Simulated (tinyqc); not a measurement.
The flat edge band: zigzag graphene nanoribbon in tight binding.

A zigzag ribbon of N chains, sites A1, B1, A2, ..., BN across it. For each k it is a chain with bonds -2t cos(k/2) (A_n to B_n) and -t (B_n to A_(n+1)), and +D, -D on A and B. A1 and BN are the edge sites; the Dirac points project to k = 2 pi/3.

Parameters, chosen for this exercise (out of a larger set: near those used for graphene; not measured data):
- t = 2.81 eV (hopping)
- D = 0 eV (sublattice potential, +D on A and -D on B)
- Nw = 19 (chains, N of this table)

A ribbon of N = Nw chains: lowest positive level, next level, and weight on the two edge sites per state of the middle pair, along k.

Along k:
```
k/pi  2 cos(k/2)  lowest level (eV)  next (eV)  edge weight
0.50      1.4142            1.25564     1.5048        0.018
0.60      1.1756            0.62665     0.9551        0.038
0.70      0.9080            0.08508     0.6437        0.197
0.75      0.7654            0.00724     0.8125        0.414
0.80      0.6180            0.00019     1.1443        0.618
0.85      0.4669            0.00000     1.5344        0.782
0.90      0.3129            0.00000     1.9491        0.902
0.95      0.1569            0.00000     2.3763        0.975
1.00      0.0000            0.00000     2.8100        1.000
```

Give the missing row, k/pi = 0.65, 2 cos(k/2) = 1.0450.

Computed row:
```
k/pi  2 cos(k/2)  lowest level (eV)  next (eV)  edge weight
0.65      1.0450            0.31772     0.7288        0.076
```

Beyond k = 2 pi/3 the lowest level sinks towards zero: it is within 1 meV of that from k/pi = 0.80 on. The edge weight grows from 0.20 at 0.70 to 1 at pi, where the chain breaks into dimers and the next level is sqrt(t^2 + D^2) = 2.8100 eV. So flat a band is sensitive to interactions, which this model leaves out; they matter once they exceed the splitting of the middle pair (2D, or for D = 0 only the small overlap of the two edges).

Run: tinyqc, `OMP_NUM_THREADS=1 python tinyqc.py 1482151 1482152 out.jsonl`; Intel(R) Xeon(R) Processor @ 2.30GHz, one thread, shared host; about 0.01 s of CPU time with all checks.
